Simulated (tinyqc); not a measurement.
MOSFET in saturation, small-signal circuit and noise: gains against frequency.

Bias by the inversion coefficient IC = I/Ispec (charge-based model with velocity saturation; weak inversion below 0.1, strong above 10). Common-source circuit: gm, gds, Cgs, Cgd and Cj at the inner nodes, Rg in series with the gate; quasi-static, no source or drain resistance, no gate-body capacitance, no substrate network, no induced gate noise, so fmax is an upper estimate.

Ispec = 2 n mu Cox (W/L) Vt^2, lc = Ls/L, gms = [sqrt((lc IC + 1)^2 + 4 IC) - 1]/[2 + lc (lc IC + 1)], gm = gms Ispec/(n Vt), gds = sg gm. qs = [sqrt(1 + 4 IC) - 1]/2, Cgs = Cox W L qs (2 qs + 3)/(3 (qs + 1)^2) + Cov W, Cgd = Cov W, Cd = Cj W, Rg = Rsh (Wf/L)/(12 Nf) + Rc/W with Nf = W/Wf fingers (not rounded) contacted at both ends. fT = gm/(2 pi (Cgs + Cgd)), fmax = fT/(2 sqrt(Rg (gds + 2 pi fT Cgd))). Inner admittances at w = 2 pi f: y11 = i w (Cgs + Cgd), y12 = -i w Cgd, y21 = gm - i w Cgd, y22 = gds + i w (Cgd + Cd). Invert to Z, add Rg to Z11 and invert back to Y. |h21| = |Y21/Y11|; U = |Y21 - Y12|^2/(4 [Re Y11 Re Y22 - Re Y12 Re Y21]). MSG = |Y21/Y12|; stability factor k = [2 Re Y11 Re Y22 - Re(Y12 Y21)]/|Y12 Y21|.

Parameters, values chosen for the exercise:
```
symbol   value        unit                                  meaning
T          325           K                              temperature
L          350          nm                              gate length
W           40          um                         total gate width
Cox       2.29     uF/cm^2                         gate capacitance
mu         290  cm^2/(V s)                                 mobility
n         1.36                                         slope factor
Ls          25          nm               velocity-saturation length
sg      0.0086                                         ratio gds/gm
Cov       0.41       fF/um  overlap and fringe capacitance per side
Cj        0.73       fF/um               drain junction capacitance
Rsh         15         ohm             sheet resistance of the gate
Wf           2          um                             finger width
Rc         200      ohm um     gate contact and vertical resistance
IC         1.7                                inversion coefficient
```

Constants: q = 1.602176634e-19 C, kB = 1.380649e-23 J/K, Vt = kB T/q. Results are converted to the units shown.

The same in every row: f sqrt(U) (GHz) = 39.46.

Gains against frequency:
```
f (GHz)  |h21| (dB)  U (dB)  MSG (dB)         k
0.037         40.06   60.56     29.94  0.001448
0.07          34.52   55.02     27.17  0.002739
0.13          29.15   49.64     24.48  0.005087
0.24          23.82   44.32     21.82  0.009392
0.46          18.17   38.67     18.99   0.01800
0.85          12.84   33.33     16.33   0.03326
1.6           7.353   27.84     13.58   0.06255
3             1.914   22.38     10.86    0.1170
```

Over the table |h21| falls by 20.0 dB a decade, U by 20.0 and MSG by 9.99. The product f sqrt(U) stays at 39.5 GHz, against fmax = 39.5 GHz from the formula. k stays below one in all rows, so the device is only conditionally stable. In every row fmax exceeds 4 fT, where channel resistance and substrate losses, left out here, would cap it.

Computed by the program tinyqc: `OMP_NUM_THREADS=1 python tinyqc.py 2150066 2150067 out.jsonl`, one thread of a shared Intel Xeon 2.30GHz, about 0.01 s for the whole run.
